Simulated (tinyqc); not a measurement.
# From one set of inputs to another, one input at a time

Model: carrier lifetime from Shockley-Read-Hall, radiative, Auger and surface recombination. Computed by tinyqc, a small Python program. Command: `OMP_NUM_THREADS=1 python tinyqc.py 3011036 3011037 out.jsonl lifetime ladder`. One thread of a shared host (Intel(R) Xeon(R) Processor @ 2.30GHz), about 0.03 s of CPU time with the checks.

Energies are counted from the top of the valence band. Boltzmann statistics, full ionisation, and equal excess densities of electrons and holes.

The inputs printed are set A. Inputs not listed in the table keep their values of set A, so the rows need not describe a real material.

Inputs (values chosen for the exercise, with bands modelled on GaSb): gap E_g = 0.723 eV; electron mass m_e = 0.0386 m_0; valleys M_c = 1; hole mass m_h = 0.409 m_0; temperature T = 350 K; doping N = 5.3e+16 cm^-3; trap level E_t = 0.208 eV; trap density N_t = 1.5e+14 cm^-3; electron cross-section sigma_n = 2.7e-14 cm^2; hole cross-section sigma_p = 3e-14 cm^2; radiative coefficient B = 2.7e-10 cm^3/s; Auger coefficient C_n = 1.5e-31 cm^6/s; Auger coefficient C_p = 1.1e-31 cm^6/s; excess density dn = 1.8e+16 cm^-3; generation rate G = 2.9e+23 cm^-3 s^-1; diffusion coefficient D = 2.5 cm^2/s; surface velocity S = 32 cm/s; thickness W = 380 micrometre.

Doping: n-type. Surface term: two equal surfaces.

Constants: m_0 = 9.1093837015e-31 kg; k_B = 1.380649e-23 J/K; h = 6.62607015e-34 J s; k_B = 8.617333262e-05 eV/K.

Method:
- N_c = 2 M_c (2 pi m_e k_B T/h^2)^(3/2) and N_v = 2 (2 pi m_h k_B T/h^2)^(3/2), masses in units of m_0.
- n_i = sqrt(N_c N_v) exp(-E_g/2 k_B T); majority density N/2 + sqrt(N^2/4 + n_i^2), minority density n_i^2 over it.
- v = sqrt(3 k_B T/m) with m_e or m_h; tau_n0 = 1/(sigma_n v_n N_t), tau_p0 = 1/(sigma_p v_p N_t); n1 = N_c exp(-(E_g - E_t)/k_B T), p1 = N_v exp(-E_t/k_B T).
- The slowest diffusion mode has x tan x = S W/(2 D) with 0 < x < pi/2 (bisection), and tau_s = W^2/(4 x^2 D). The common approximation is W/(2 S) + W^2/(pi^2 D).
- With n = n_0 + dn, p = p_0 + dn and U/dn = 1/tau: (n p - n_i^2)/dn = n_0 + p_0 + dn = s; 1/tau_SRH = s/[tau_p0 (n + n1) + tau_n0 (p + p1)]; 1/tau_rad = B s; 1/tau_Aug = (C_n n + C_p p) s; the rates add, with 1/tau_s.
- Radiative efficiency = tau_eff/tau_rad; effective diffusion length = sqrt(D tau_eff).
- dn solves dn/tau_eff(dn) = G (60 bisections in ln dn between 1e-2 and 1e22 cm^-3); the splitting of the quasi-Fermi levels is k_B T ln(n p/n_i^2).

Each row keeps all changes above it; columns: (1) input moved; (2) from; (3) to; (4) radiative efficiency at dn; (5) steady excess density (cm^-3); (6) effective diffusion length at dn (micrometre):
```
(1)                                        (2)      (3)      (4)         (5)     (6)
set A                                        -        -  0.19571  2.9549e+15  1.5976
radiative coefficient B (cm^3/s)       2.7e-10  4.4e-11  0.03814  3.3978e+15  1.7471
hole cross-section sigma_p (cm^2)        3e-14  9.7e-15  0.10177  9.4849e+15  2.8538
Auger coefficient C_n (cm^6/s)         1.5e-31  2.2e-31  0.10177  9.4848e+15  2.8538
trap level E_t (eV)                      0.208    0.697  0.21079  1.9335e+16  4.1071
generation rate G (cm^-3 s^-1)         2.9e+23  2.3e+19  0.21079  1.8861e+12  4.1071
Auger coefficient C_p (cm^6/s)         1.1e-31  1.6e-30  0.21076  1.8861e+12  4.1068
electron cross-section sigma_n (cm^2)  2.7e-14  1.3e-17  0.86711  1.8904e+12  8.3301
```

Radiative efficiency at dn goes from 0.196 to 0.867, a factor 4.43 in all. The largest single move comes from radiative coefficient B (a factor 0.195), but it runs against the net change; the largest move in the direction of the net change is electron cross-section sigma_n (a factor 4.11). Steady excess density goes from 2.95e15 to 1.89e12, a factor 6.40e-4 in all. The largest single move comes from generation rate G (a factor 9.75e-5), and hole cross-section sigma_p works against it (a factor 2.79). Effective diffusion length at dn goes from 1.60 to 8.33, a factor 5.21 in all. The largest single move comes from electron cross-section sigma_n (a factor 2.03). The single moves hold for this order of the switches; the total does not depend on the order.

Caution (all rows): the doping is near the effective density of states, where Boltzmann statistics fail and the gap narrows. Caution (all rows): beyond low injection D should be the ambipolar coefficient.

Extremes, crossings and ranges named in words are read from the listed rows.
